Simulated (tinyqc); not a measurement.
# Square-lattice Ising model by mean field, Bethe lattice, transfer matrix, exact enumeration and Monte Carlo steps, step by step

A worked calculation. Computed by tinyqc, a small Python program that keeps every step. Command: `OMP_NUM_THREADS=1 python tinyqc.py 3020307 3020308 out.jsonl ising walk`. One thread of a shared host (Intel(R) Xeon(R) Processor @ 2.30GHz), about 0.04 s of CPU time with the checks. Intermediate numbers are printed to about 5 digits and carried at full precision; extremes and crossings named in words are read from the listed rows.

H = -J sum over nearest pairs s_i s_j, s = +-1, no field, periodic boundaries; energies per site are in J. As a lattice gas or an alloy, s marks which species holds the site.

Inputs (values chosen for the exercise, for a model lattice):
```
quantity                                                                 value  unit
coupling J                                                                5.82   meV
temperature T                                                              165     K
strip width w                                                                2     -
factor on the grid 1.5, 1.85, 2.1, 2.45, 2.65, 3.1, 3.6, 4.4 of k_B T/J   1.03     -
```

Enumerated cell: 3 x 5. Monte Carlo rule: heat bath.

Constants: k_B = 8.617333262e-05 eV/K.

## Reduced coupling

K = J/(k_B T). Onsager: k_B T_c/J = 2/ln(1 + sqrt 2); mean field: 4; Bethe lattice with z = 4: 2/ln 2.

K = 0.40932

critical temperatures (K): exact 153.26, Bethe 194.87, mean field 270.15

T lies above the exact T_c but below the Bethe value.

## Three theories of the infinite lattice

K = J/(k_B T). Mean field: m = tanh(4 K m), u = -2 m^2. Bethe: cavity field h = 3 artanh(tanh K tanh h), m = tanh(4h/3), u = -2 (tanh K + tanh^2 h)/(1 + tanh K tanh^2 h). Exact: m = [1 - sinh(2K)^(-4)]^(1/8) below T_c; u = -coth(2K) [1 + (2/pi)(2 tanh^2(2K) - 1) K1(k)], k = 2 sinh(2K)/cosh^2(2K), K1 the complete elliptic integral of the first kind. The largest root is taken.

m, mean field = 0.90037

u, mean field = -1.6213

cavity field h = 0.76731

m, Bethe = 0.77112

u, Bethe = -1.3850

m, exact = 0

u, exact = -1.1586

Against the exact energy mean field misses by -0.463 J and Bethe by -0.226 J.

## Transfer matrix

Strip of w sites, periodic across (for w = 2 the pair is joined by two bonds): T(s, s') = exp(K [sum_i s_i s'_i + (r(s) + r(s'))/2]), r(s) = sum_i s_i s_(i+1).

T, lower triangle (symmetric):
```
        ++      +-      -+      --
++  5.1412
+-  1.0000  1.0000
-+  1.0000  0.1945  1.0000
--  1.0000  1.0000  1.0000  5.1412
```

## Free energy and correlation length of the strip

With the eigenvalues l1 > l2: -f/(k_B T) = ln(l1)/w per site; xi = 1/ln(l1/l2) rows.

three largest eigenvalues: 6.8487  4.1412  0.8055

-f/(k_B T) = 0.96203

correlation length xi = 1.9878

xi/w = 0.994; for wide strips at T_c this ratio tends to 4/pi = 1.273, and T lies above T_c, where xi tends to a constant.

## Exact averages on the small cell

States of the 3 x 5 cell:
```
E (J)  |M|  count
-30     15      2
-22     13     30
-18      3     10
-18      9     10
-18     11     60
-14      1     60
-14      5     60
-14      7     90
-14      9    150
-14     11    150
-10      1    180
-10      3    330
-10      5    276
-10      7    390
-10      9    450
-6       1   1020
-6       3   1030
-6       5   1260
-6       7   1140
-6       9    300
-2       1   3150
-2       3   2850
-2       5   2220
-2       7    870
2        1   4170
2        3   3480
2        5   1590
2        7    240
6        1   2940
6        3   1590
6        5    540
10       1   1020
10       3    660
10       5     60
14       1    330
14       3     60
```

Weights count x exp(-K E); N = 15; u = <E>/N, c = K^2 (<E^2> - <E>^2)/N in k_B, Binder U = 1 - <M^4>/(3 <M^2>^2).

ln Z / N = 0.92959

u, cell = -1.4138

heat capacity c, cell = 0.76793

<|m|>, cell = 0.76128

Binder cumulant U = 0.57482

The cell energy lies -0.255 J from the infinite lattice: periodic images add correlation. <|m|> stays finite although the infinite lattice has m = 0.

## The methods across T_c

The grid values of k_B T/J times the given factor are rounded to 3 figures before use.

Order and energy:
```
k_B T/J   T (K)  m mean field  m Bethe  m exact  <|m|> cell  u Bethe  u exact   u cell   U cell
1.54     104.01       0.98828  0.98457  0.98402     0.98008  -1.9437  -1.9427  -1.9377  0.66188
1.91     129.00       0.96556  0.94508  0.93606     0.92370  -1.8164  -1.8038  -1.7906  0.64430
2.16     145.88       0.94040  0.88921  0.82748     0.85580  -1.6593  -1.5981  -1.6288  0.61866
2.52     170.20       0.88708  0.72198  0.00000     0.73500  -1.2886  -1.0892  -1.3552  0.56069
2.73     184.38       0.84485  0.51205  0.00000     0.66654  -0.9677  -0.9461  -1.2038  0.51918
3.19     215.45       0.71400  0.00000  0.00000     0.54622  -0.6072  -0.7484  -0.9381  0.42589
3.71     250.57       0.45267  0.00000  0.00000     0.45820  -0.5264  -0.6122  -0.7390  0.33722
4.53     305.95       0.00000  0.00000  0.00000     0.38063  -0.4345  -0.4800  -0.5531  0.24436
```

At k_B T/J = 1.54 all values of m agree within 0.009. At 2.52 the exact m is 0 while Bethe gives 0.72, mean field 0.89 and the cell 0.74: neglect of fluctuations raises T_c, and a finite cell rounds the transition. U falls from 0.662 (2/3 when ordered) to 0.244 (0 for a large disordered system).

## heat bath steps

start configuration, 5 x 5, rows and columns numbered from 1:
```
    1   2   3  4   5
1  -1   1   1  1  -1
2  -1   1   1  1   1
3   1  -1   1  1  -1
4   1  -1  -1  1   1
5   1   1   1  1   1
```

Random draws:
```
step  row  column       u
1       1       3  0.0370
2       3       2  0.0681
3       3       5  0.7727
4       2       4  0.8759
5       1       3  0.1432
6       4       5  0.5393
7       1       5  0.5206
8       5       5  0.0124
9       4       5  0.7420
10      4       5  0.1003
11      3       2  0.4609
12      1       4  0.2834
13      5       5  0.6070
14      4       4  0.2578
```

h is the sum of the four neighbours. Set s = +1 if u < p = 1/(1 + exp(-2 K h)), else -1.

Steps:
```
step  s before  h        p  s after
1            1  4  0.96355        1
2           -1  2  0.83717        1
3           -1  4  0.96355        1
4            1  4  0.96355        1
5            1  4  0.96355        1
6            1  4  0.96355        1
7           -1  2  0.83717        1
8            1  4  0.96355        1
9            1  4  0.96355        1
10           1  4  0.96355        1
11           1  2  0.83717        1
12           1  4  0.96355        1
13           1  4  0.96355        1
14           1  2  0.83717        1
```

configuration after the steps:
```
    1   2   3  4  5
1  -1   1   1  1  1
2  -1   1   1  1  1
3   1   1   1  1  1
4   1  -1  -1  1  1
5   1   1   1  1  1
```

3 of the 14 steps changed a spin; the sum of spins went from 11 to 17.

Checks made by the program: ln Z of the cell against the trace of a power of the transfer matrix (relative difference below 1e-10).
